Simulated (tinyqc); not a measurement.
Inside a calculation. Method: UHF in the 3-21g basis, for H2, spin multiplicity 1. Computed by tinyqc, a small Python program that keeps every step (integrals from PySCF). Settings: charge = 0, multiplicity = 1, basis = 3-21g, energy threshold = 1e-09, iteration cap = 82, orthogonalisation = symmetric, start = core, DIIS depth = 3, method = UHF, break = 0.4. Command: `OMP_NUM_THREADS=1 python tinyqc.py 26848 26849 out.jsonl` (the two numbers bound the seeds that draw the settings). One thread of a shared host (Intel(R) Xeon(R) Processor @ 2.60GHz), about 0.09 s of CPU time with the checks. Later iterations appear only in the table of the cycle.

## One-electron integrals

Geometry (angstrom):
```
atom       x       y       z
H     0.0000  0.0000  0.0000
H     0.0000  0.0000  1.4640
```

Basis 3-21g: exponents (1/bohr^2) and contraction coefficients of normalised primitives:
```
element  l (shell)  exponent  coefficient
H            s (1)    5.4472       0.1563
H            s (1)    0.8245       0.9047
H            s (2)    0.1832       1.0000
```

Overlap, kinetic and nuclear-attraction integrals over the contracted functions; the nuclear repulsion is the sum of Za Zb / Rab.

nuclear repulsion = 0.361460 hartree

overlap S, lower triangle:
```
        1H 1s   1H 2s   2H 1s   2H 2s
1H 1s  1.0000
1H 2s  0.6459  1.0000
2H 1s  0.0355  0.2031  1.0000
2H 2s  0.2031  0.4961  0.6459  1.0000
```

kinetic energy T (hartree), lower triangle:
```
         1H 1s   1H 2s   2H 1s   2H 2s
1H 1s   1.5494
1H 2s   0.2932  0.2748
2H 1s  -0.0513  0.0210  1.5494
2H 2s   0.0210  0.0726  0.2932  0.2748
```

nuclear attraction V (hartree), lower triangle:
```
         1H 1s    1H 2s    2H 1s    2H 2s
1H 1s  -2.0824
1H 2s  -1.0161  -1.0380
2H 1s  -0.0515  -0.3145  -2.0824
2H 2s  -0.3145  -0.5477  -1.0161  -1.0380
```

core Hamiltonian H = T + V (hartree), lower triangle:
```
         1H 1s    1H 2s    2H 1s    2H 2s
1H 1s  -0.5330
1H 2s  -0.7230  -0.7632
2H 1s  -0.1029  -0.2935  -0.5330
2H 2s  -0.2935  -0.4751  -0.7230  -0.7632
```

## Two-electron integrals

Functions are numbered as in S; the eight-fold symmetry (ij|kl) = (ji|kl) = (kl|ij) leaves the list below.

Two-electron integrals (ij|kl) in chemists' order, unique and non-zero (hartree):
```
(11|11) 1.1401   (21|11) 0.6114   (21|21) 0.3452   (22|11) 0.6264
(22|21) 0.3803   (22|22) 0.4830   (31|11) 0.0241   (31|21) 0.0147
(31|22) 0.0184   (31|31) 0.0013   (32|11) 0.0883   (32|21) 0.0564
(32|22) 0.0807   (32|31) 0.0055   (32|32) 0.0338   (33|11) 0.3614
(33|21) 0.2331   (33|22) 0.3506   (33|31) 0.0241   (33|32) 0.1816
(33|33) 1.1401   (41|11) 0.1816   (41|21) 0.1038   (41|22) 0.1169
(41|31) 0.0055   (41|32) 0.0214   (41|33) 0.0883   (41|41) 0.0338
(42|11) 0.2590   (42|21) 0.1604   (42|22) 0.2143   (42|31) 0.0109
(42|32) 0.0551   (42|33) 0.2590   (42|41) 0.0551   (42|42) 0.1188
(43|11) 0.2331   (43|21) 0.1500   (43|22) 0.2238   (43|31) 0.0147
(43|32) 0.1038   (43|33) 0.6114   (43|41) 0.0564   (43|42) 0.1604
(43|43) 0.3452   (44|11) 0.3506   (44|21) 0.2238   (44|22) 0.3275
(44|31) 0.0184   (44|32) 0.1169   (44|33) 0.6264   (44|41) 0.0807
(44|42) 0.2143   (44|43) 0.3803   (44|44) 0.4830
```

## Orthogonalisation

S = U s U^T; symmetric (Loewdin) form X = U s^(-1/2) U^T, so that X^T S X = 1.

eigenvalues of S: 0.2351  0.3861  1.2333  2.1455

X, lower triangle:
```
         1H 1s    1H 2s    2H 1s   2H 2s
1H 1s   1.2403
1H 2s  -0.4813   1.3871
2H 1s   0.0269   0.0341   1.2403
2H 2s   0.0341  -0.3623  -0.4813  1.3871
```

## Starting guess

The start is the orbitals of the core Hamiltonian, with HOMO and LUMO mixed by +/-0.4 rad for the two spins; D(s) = C_occ C_occ^T for each spin.

D(alpha) at the start, lower triangle:
```
        1H 1s   1H 2s   2H 1s   2H 2s
1H 1s  0.1441
1H 2s  0.2346  0.3819
2H 1s  0.0472  0.0769  0.0155
2H 2s  0.0440  0.0716  0.0144  0.0134
```

D(beta) at the start, lower triangle:
```
        1H 1s   1H 2s   2H 1s   2H 2s
1H 1s  0.0155
1H 2s  0.0144  0.0134
2H 1s  0.0472  0.0440  0.1441
2H 2s  0.0769  0.0716  0.2346  0.3819
```

## Iteration 1: building the Fock matrix

J_ij = sum D_kl (ij|kl) with D = D(alpha) + D(beta), K_ij = sum D_kl (ik|jl) for each spin; F = H + J - K(s); E = tr D H + tr D J / 2 - 0.5 sum_s tr D(s) K(s) + E_nn.

Coulomb J (hartree), lower triangle:
```
        1H 1s   1H 2s   2H 1s   2H 2s
1H 1s  1.1903
1H 2s  0.7076  0.8897
2H 1s  0.0429  0.2311  1.1903
2H 2s  0.2311  0.4746  0.7076  0.8897
```

exchange K(alpha) (hartree), lower triangle:
```
        1H 1s   1H 2s   2H 1s   2H 2s
1H 1s  0.6189
1H 2s  0.5089  0.4788
2H 1s  0.1100  0.1285  0.1020
2H 2s  0.2354  0.2441  0.1139  0.1667
```

exchange K(beta) (hartree), lower triangle:
```
        1H 1s   1H 2s   2H 1s   2H 2s
1H 1s  0.1020
1H 2s  0.1139  0.1667
2H 1s  0.1100  0.2354  0.6189
2H 2s  0.1285  0.2441  0.5089  0.4788
```

F(alpha) (hartree), lower triangle:
```
         1H 1s    1H 2s    2H 1s    2H 2s
1H 1s   0.0384
1H 2s  -0.5243  -0.3523
2H 1s  -0.1700  -0.1909   0.5554
2H 2s  -0.2978  -0.2446  -0.1293  -0.0402
```

F(beta) (hartree), lower triangle:
```
         1H 1s    1H 2s    2H 1s    2H 2s
1H 1s   0.5554
1H 2s  -0.1293  -0.0402
2H 1s  -0.1700  -0.2978   0.0384
2H 2s  -0.1909  -0.2446  -0.5243  -0.3523
```

total energy of this density = -1.011298 hartree

## Iteration 1: diagonalisation and new density

Diagonalise F' = X^T F X, C = X C', fill 1 alpha and 1 beta electrons from the bottom; D(s) = C_occ C_occ^T. Each column has its largest component positive (the first on a tie).

F' = X^T F X (alpha) (hartree), lower triangle:
```
         1        2        3       4
1   0.5799
2  -0.7336   0.1591
3  -0.0202  -0.0786   0.9863
4  -0.1148  -0.1674  -0.5247  0.3474
```

orbital energies (alpha) (hartree): MO1 -0.4799, MO2 0.1376, MO3 1.1298, MO4 1.2852

coefficients C (alpha):
```
          MO1      MO2      MO3      MO4
1H 1s  0.3453  -0.1228   1.2636   0.2024
1H 2s  0.6504  -0.5530  -1.2480   0.0422
2H 1s  0.0868   0.1734  -0.1887   1.3033
2H 2s  0.1313   0.9853   0.4278  -1.0569
```

F' = X^T F X (beta) (hartree), lower triangle:
```
         1        2        3       4
1   0.9863
2  -0.5247   0.3474
3  -0.0202  -0.1148   0.5799
4  -0.0786  -0.1674  -0.7336  0.1591
```

orbital energies (beta) (hartree): MO1 -0.4799, MO2 0.1376, MO3 1.1298, MO4 1.2852

coefficients C (beta):
```
          MO1      MO2      MO3      MO4
1H 1s  0.0868   0.1734  -0.1887   1.3033
1H 2s  0.1313   0.9853   0.4278  -1.0569
2H 1s  0.3453  -0.1228   1.2636   0.2024
2H 2s  0.6504  -0.5530  -1.2480   0.0422
```

D(alpha) after iteration 1, lower triangle:
```
        1H 1s   1H 2s   2H 1s   2H 2s
1H 1s  0.1192
1H 2s  0.2246  0.4230
2H 1s  0.0300  0.0565  0.0075
2H 2s  0.0453  0.0854  0.0114  0.0172
```

D(beta) after iteration 1, lower triangle:
```
        1H 1s   1H 2s   2H 1s   2H 2s
1H 1s  0.0075
1H 2s  0.0114  0.0172
2H 1s  0.0300  0.0453  0.1192
2H 2s  0.0565  0.0854  0.2246  0.4230
```

## Iteration 2: building the Fock matrix

As before.

Coulomb J (hartree), lower triangle:
```
        1H 1s   1H 2s   2H 1s   2H 2s
1H 1s  1.1652
1H 2s  0.6959  0.8813
2H 1s  0.0423  0.2275  1.1652
2H 2s  0.2275  0.4701  0.6959  0.8813
```

exchange K(alpha) (hartree), lower triangle:
```
        1H 1s   1H 2s   2H 1s   2H 2s
1H 1s  0.5946
1H 2s  0.5007  0.4834
2H 1s  0.1020  0.1209  0.0864
2H 2s  0.2308  0.2446  0.1041  0.1641
```

exchange K(beta) (hartree), lower triangle:
```
        1H 1s   1H 2s   2H 1s   2H 2s
1H 1s  0.0864
1H 2s  0.1041  0.1641
2H 1s  0.1020  0.2308  0.5946
2H 2s  0.1209  0.2446  0.5007  0.4834
```

F(alpha) (hartree), lower triangle:
```
         1H 1s    1H 2s    2H 1s    2H 2s
1H 1s   0.0377
1H 2s  -0.5278  -0.3653
2H 1s  -0.1626  -0.1869   0.5459
2H 2s  -0.2968  -0.2496  -0.1312  -0.0459
```

F(beta) (hartree), lower triangle:
```
         1H 1s    1H 2s    2H 1s    2H 2s
1H 1s   0.5459
1H 2s  -0.1312  -0.0459
2H 1s  -0.1626  -0.2968   0.0377
2H 2s  -0.1869  -0.2496  -0.5278  -0.3653
```

total energy of this density = -1.017483 hartree

## Iteration 2: DIIS over 2 matrices

error matrix X^T (FDS - SDF) X (alpha):
```
         1       2        3        4
1   0.0000  0.0083  -0.0032   0.0029
2  -0.0083  0.0000  -0.0068  -0.0011
3   0.0032  0.0068   0.0000   0.0028
4  -0.0029  0.0011  -0.0028   0.0000
```

B (overlaps of the stored error matrices):
```
               1              2
1  1.7781910e-02  3.1174237e-03
2  3.1174237e-03  5.7117937e-04
```

Minimise |sum c_i e_i|^2 with sum c_i = 1: solve [B -1; -1 0][c; lambda] = [0; -1] with B_ij = tr e_i^T e_j summed over both spins, and take F = sum c_i F_i.

DIIS coefficients: -0.2101  1.2101

extrapolated F(alpha) (hartree), lower triangle:
```
         1H 1s    1H 2s    2H 1s    2H 2s
1H 1s   0.0376
1H 2s  -0.5286  -0.3680
2H 1s  -0.1610  -0.1860   0.5439
2H 2s  -0.2966  -0.2506  -0.1316  -0.0471
```

extrapolated F(beta) (hartree), lower triangle:
```
         1H 1s    1H 2s    2H 1s    2H 2s
1H 1s   0.5439
1H 2s  -0.1316  -0.0471
2H 1s  -0.1610  -0.2966   0.0376
2H 2s  -0.1860  -0.2506  -0.5286  -0.3680
```

## Iteration 2: diagonalisation and new density

As before.

F' = X^T F X (alpha) (hartree), lower triangle:
```
         1        2        3       4
1   0.5809
2  -0.7324   0.1402
3  -0.0116  -0.0726   0.9709
4  -0.1139  -0.1718  -0.5208  0.3401
```

orbital energies (alpha) (hartree): MO1 -0.4888, MO2 0.1293, MO3 1.1221, MO4 1.2696

coefficients C (alpha):
```
          MO1      MO2      MO3      MO4
1H 1s  0.3373  -0.1218   1.2616   0.2273
1H 2s  0.6603  -0.5477  -1.2456   0.0265
2H 1s  0.0792   0.1798  -0.2110   1.2995
2H 2s  0.1299   0.9808   0.4486  -1.0526
```

F' = X^T F X (beta) (hartree), lower triangle:
```
         1        2        3       4
1   0.9709
2  -0.5208   0.3401
3  -0.0116  -0.1139   0.5809
4  -0.0726  -0.1718  -0.7324  0.1402
```

orbital energies (beta) (hartree): MO1 -0.4888, MO2 0.1293, MO3 1.1221, MO4 1.2696

coefficients C (beta):
```
          MO1      MO2      MO3      MO4
1H 1s  0.0792   0.1798  -0.2110   1.2995
1H 2s  0.1299   0.9808   0.4486  -1.0526
2H 1s  0.3373  -0.1218   1.2616   0.2273
2H 2s  0.6603  -0.5477  -1.2456   0.0265
```

D(alpha) after iteration 2, lower triangle:
```
        1H 1s   1H 2s   2H 1s   2H 2s
1H 1s  0.1138
1H 2s  0.2227  0.4360
2H 1s  0.0267  0.0523  0.0063
2H 2s  0.0438  0.0858  0.0103  0.0169
```

D(beta) after iteration 2, lower triangle:
```
        1H 1s   1H 2s   2H 1s   2H 2s
1H 1s  0.0063
1H 2s  0.0103  0.0169
2H 1s  0.0267  0.0438  0.1138
2H 2s  0.0523  0.0858  0.2227  0.4360
```

## Iteration 3: building the Fock matrix

As before.

Coulomb J (hartree), lower triangle:
```
        1H 1s   1H 2s   2H 1s   2H 2s
1H 1s  1.1596
1H 2s  0.6932  0.8793
2H 1s  0.0421  0.2267  1.1596
2H 2s  0.2267  0.4689  0.6932  0.8793
```

exchange K(alpha) (hartree), lower triangle:
```
        1H 1s   1H 2s   2H 1s   2H 2s
1H 1s  0.5898
1H 2s  0.4994  0.4849
2H 1s  0.0998  0.1185  0.0823
2H 2s  0.2292  0.2438  0.1009  0.1620
```

exchange K(beta) (hartree), lower triangle:
```
        1H 1s   1H 2s   2H 1s   2H 2s
1H 1s  0.0823
1H 2s  0.1009  0.1620
2H 1s  0.0998  0.2292  0.5898
2H 2s  0.1185  0.2438  0.4994  0.4849
```

F(alpha) (hartree), lower triangle:
```
         1H 1s    1H 2s    2H 1s    2H 2s
1H 1s   0.0368
1H 2s  -0.5292  -0.3688
2H 1s  -0.1605  -0.1854   0.5444
2H 2s  -0.2960  -0.2500  -0.1307  -0.0458
```

F(beta) (hartree), lower triangle:
```
         1H 1s    1H 2s    2H 1s    2H 2s
1H 1s   0.5444
1H 2s  -0.1307  -0.0458
2H 1s  -0.1605  -0.2960   0.0368
2H 2s  -0.1854  -0.2500  -0.5292  -0.3688
```

total energy of this density = -1.017721 hartree

## Iteration 3: DIIS over 3 matrices

error matrix X^T (FDS - SDF) X (alpha):
```
         1       2        3        4
1   0.0000  0.0001  -0.0003  -0.0007
2  -0.0001  0.0000  -0.0005  -0.0010
3   0.0003  0.0005   0.0000   0.0000
4   0.0007  0.0010   0.0000   0.0000
```

B (overlaps of the stored error matrices), lower triangle:
```
               1              2              3
1  1.7781910e-02
2  3.1174237e-03  5.7117937e-04
3  3.8174928e-05  1.8010088e-05  7.5970166e-06
```

As before.

DIIS coefficients: 0.0783  -0.4619  1.3836

extrapolated F(alpha) (hartree), lower triangle:
```
         1H 1s    1H 2s    2H 1s    2H 2s
1H 1s   0.0365
1H 2s  -0.5295  -0.3691
2H 1s  -0.1603  -0.1851   0.5445
2H 2s  -0.2958  -0.2497  -0.1303  -0.0454
```

extrapolated F(beta) (hartree), lower triangle:
```
         1H 1s    1H 2s    2H 1s    2H 2s
1H 1s   0.5445
1H 2s  -0.1303  -0.0454
2H 1s  -0.1603  -0.2958   0.0365
2H 2s  -0.1851  -0.2497  -0.5295  -0.3691
```

## Iteration 3: diagonalisation and new density

As before.

F' = X^T F X (alpha) (hartree), lower triangle:
```
         1        2        3       4
1   0.5802
2  -0.7330   0.1388
3  -0.0113  -0.0722   0.9709
4  -0.1131  -0.1711  -0.5201  0.3413
```

orbital energies (alpha) (hartree): MO1 -0.4894, MO2 0.1296, MO3 1.1216, MO4 1.2692

coefficients C (alpha):
```
          MO1      MO2      MO3      MO4
1H 1s  0.3375  -0.1209   1.2618   0.2264
1H 2s  0.6622  -0.5455  -1.2455   0.0273
2H 1s  0.0788   0.1801  -0.2101   1.2997
2H 2s  0.1267   0.9811   0.4481  -1.0530
```

F' = X^T F X (beta) (hartree), lower triangle:
```
         1        2        3       4
1   0.9709
2  -0.5201   0.3413
3  -0.0113  -0.1131   0.5802
4  -0.0722  -0.1711  -0.7330  0.1388
```

orbital energies (beta) (hartree): MO1 -0.4894, MO2 0.1296, MO3 1.1216, MO4 1.2692

coefficients C (beta):
```
          MO1      MO2      MO3      MO4
1H 1s  0.0788   0.1801  -0.2101   1.2997
1H 2s  0.1267   0.9811   0.4481  -1.0530
2H 1s  0.3375  -0.1209   1.2618   0.2264
2H 2s  0.6622  -0.5455  -1.2455   0.0273
```

D(alpha) after iteration 3, lower triangle:
```
        1H 1s   1H 2s   2H 1s   2H 2s
1H 1s  0.1139
1H 2s  0.2235  0.4385
2H 1s  0.0266  0.0522  0.0062
2H 2s  0.0428  0.0839  0.0100  0.0161
```

D(beta) after iteration 3, lower triangle:
```
        1H 1s   1H 2s   2H 1s   2H 2s
1H 1s  0.0062
1H 2s  0.0100  0.0161
2H 1s  0.0266  0.0428  0.1139
2H 2s  0.0522  0.0839  0.2235  0.4385
```

## Iteration 7 (converged): orbitals

converged F(alpha) (hartree), lower triangle:
```
         1H 1s    1H 2s    2H 1s    2H 2s
1H 1s   0.0335
1H 2s  -0.5314  -0.3700
2H 1s  -0.1593  -0.1835   0.5476
2H 2s  -0.2954  -0.2485  -0.1277  -0.0428
```

converged F(beta) (hartree), lower triangle:
```
         1H 1s    1H 2s    2H 1s    2H 2s
1H 1s   0.5476
1H 2s  -0.1277  -0.0428
2H 1s  -0.1593  -0.2954   0.0335
2H 2s  -0.1835  -0.2485  -0.5314  -0.3700
```

As before.

F' = X^T F X (alpha) (hartree), lower triangle:
```
         1        2        3       4
1   0.5776
2  -0.7342   0.1381
3  -0.0107  -0.0714   0.9732
4  -0.1127  -0.1704  -0.5189  0.3426
```

orbital energies (alpha) (hartree): MO1 -0.4904, MO2 0.1307, MO3 1.1210, MO4 1.2703

coefficients C (alpha):
```
          MO1      MO2      MO3      MO4
1H 1s  0.3389  -0.1200   1.2619   0.2243
1H 2s  0.6636  -0.5423  -1.2461   0.0293
2H 1s  0.0775   0.1795  -0.2079   1.3002
2H 2s  0.1232   0.9823   0.4464  -1.0530
```

F' = X^T F X (beta) (hartree), lower triangle:
```
         1        2        3       4
1   0.9732
2  -0.5189   0.3426
3  -0.0107  -0.1127   0.5776
4  -0.0714  -0.1704  -0.7342  0.1381
```

orbital energies (beta) (hartree): MO1 -0.4904, MO2 0.1307, MO3 1.1210, MO4 1.2703

coefficients C (beta):
```
          MO1      MO2      MO3      MO4
1H 1s  0.0775   0.1795  -0.2079   1.3002
1H 2s  0.1232   0.9823   0.4464  -1.0530
2H 1s  0.3389  -0.1200   1.2619   0.2243
2H 2s  0.6636  -0.5423  -1.2461   0.0293
```

D(alpha) after iteration 7, lower triangle:
```
        1H 1s   1H 2s   2H 1s   2H 2s
1H 1s  0.1149
1H 2s  0.2249  0.4403
2H 1s  0.0263  0.0514  0.0060
2H 2s  0.0417  0.0817  0.0095  0.0152
```

D(beta) after iteration 7, lower triangle:
```
        1H 1s   1H 2s   2H 1s   2H 2s
1H 1s  0.0060
1H 2s  0.0095  0.0152
2H 1s  0.0263  0.0417  0.1149
2H 2s  0.0514  0.0817  0.2249  0.4403
```

## Convergence

Stop when the energy changes by less than 1e-09 hartree and every element of the error matrix X^T (F D S - S D F) X (for each spin) is below 9e-06.

Course of the cycle:
```
iteration  E (hartree)     change  largest element of the error matrix
1            -1.011298          -                             4.15e-02
2            -1.017483  -6.18e-03                             8.30e-03
3            -1.017721  -2.38e-04                             1.03e-03
4            -1.017734  -1.28e-05                             4.14e-04
5            -1.017739  -4.85e-06                             2.41e-04
6            -1.017741  -2.21e-06                             4.67e-06
7            -1.017741  -1.05e-10                             8.54e-07
```

PySCF UHF in the same basis, after a stability check = -1.017741 hartree

Converged in 7 iterations.

## Populations, bond orders and dipole

Mulliken: Z minus the diagonal of D S on the atom; Loewdin: the same with S^(1/2) D S^(1/2); Mayer order: 2 sum_s sum (D(s) S)_ij (D(s) S)_ji over the two atoms.

Charges (e):
```
atom  Mulliken  Loewdin  Mulliken spin
1H           0        0         0.8122
2H           0        0        -0.8122
```

Mayer bond orders:
```
pair   order
2-1   0.3403
```

dipole moment about the origin, x y z (debye): 0.0000  0.0000  0.0000

<S^2> of the determinant (pure state: 0) = 0.5620
